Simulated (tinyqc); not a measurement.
Inside a calculation. Method: RHF in the 6-31g basis, for H2, spin multiplicity 1. One step of it, computed by the program tinyqc.

Problem. Iteration 2: building the Fock matrix. J_ij = sum D_kl (ij|kl), K_ij = sum D_kl (ik|jl); F = H + J - 0.5 K; E = tr D H + tr D J / 2 - 0.25 tr D K + E_nn.

D after iteration 1:
```
          1H 1s     1H 2s     2H 1s     2H 2s
1H 1s  0.203041  0.175848  0.203041  0.175848
1H 2s  0.175848  0.152296  0.175848  0.152296
2H 1s  0.203041  0.175848  0.203041  0.175848
2H 2s  0.175848  0.152296  0.175848  0.152296
```

core Hamiltonian H = T + V (hartree):
```
           1H 1s      1H 2s      2H 1s      2H 2s
1H 1s  -0.988916  -0.935108  -0.859281  -0.803994
1H 2s  -0.935108  -0.935174  -0.803994  -0.869030
2H 1s  -0.859281  -0.803994  -0.988916  -0.935108
2H 2s  -0.803994  -0.869030  -0.935108  -0.935174
```

Two-electron integrals (ij|kl) in chemists' order, unique and non-zero (hartree):
```
(11|11) 1.076566   (21|11) 0.578470   (21|21) 0.329423   (22|11) 0.587396
(22|21) 0.361304   (22|22) 0.453150   (31|11) 0.439417   (31|21) 0.249134
(31|22) 0.270259   (31|31) 0.227943   (32|11) 0.360767   (32|21) 0.217717
(32|22) 0.260344   (32|31) 0.205441   (32|32) 0.204844   (33|11) 0.682898
(33|21) 0.417801   (33|22) 0.504561   (33|31) 0.439417   (33|32) 0.451015
(33|33) 1.076566   (41|11) 0.451015   (41|21) 0.257647   (41|22) 0.283984
(41|31) 0.205441   (41|32) 0.182828   (41|33) 0.360767   (41|41) 0.204844
(42|11) 0.488547   (42|21) 0.301997   (42|22) 0.383005   (42|31) 0.243092
(42|32) 0.243390   (42|33) 0.488547   (42|41) 0.243390   (42|42) 0.339519
(43|11) 0.417801   (43|21) 0.256377   (43|22) 0.316018   (43|31) 0.249134
(43|32) 0.257647   (43|33) 0.578470   (43|41) 0.217717   (43|42) 0.301997
(43|43) 0.329423   (44|11) 0.504561   (44|21) 0.316018   (44|22) 0.413074
(44|31) 0.270259   (44|32) 0.283984   (44|33) 0.587396   (44|41) 0.260344
(44|42) 0.383005   (44|43) 0.361304   (44|44) 0.453150
```

nuclear repulsion = 0.74742544 hartree

Give: Coulomb J; exchange K; Fock matrix F; total energy of this density.

Solution.

Coulomb J (hartree):
```
       1H 1s  1H 2s  2H 1s  2H 2s
1H 1s  1.487  0.872  0.747  0.709
1H 2s  0.872  1.010  0.709  0.901
2H 1s  0.747  0.709  1.487  0.872
2H 2s  0.709  0.901  0.872  1.010
```

exchange K (hartree):
```
       1H 1s  1H 2s  2H 1s  2H 2s
1H 1s  1.125  0.917  0.930  0.869
1H 2s  0.917  0.845  0.869  0.828
2H 1s  0.930  0.869  1.125  0.917
2H 2s  0.869  0.828  0.917  0.845
```

Fock matrix F (hartree):
```
        1H 1s   1H 2s   2H 1s   2H 2s
1H 1s  -0.065  -0.522  -0.577  -0.530
1H 2s  -0.522  -0.348  -0.530  -0.382
2H 1s  -0.577  -0.530  -0.065  -0.522
2H 2s  -0.530  -0.382  -0.522  -0.348
```

total energy of this density = -1.12571 hartree
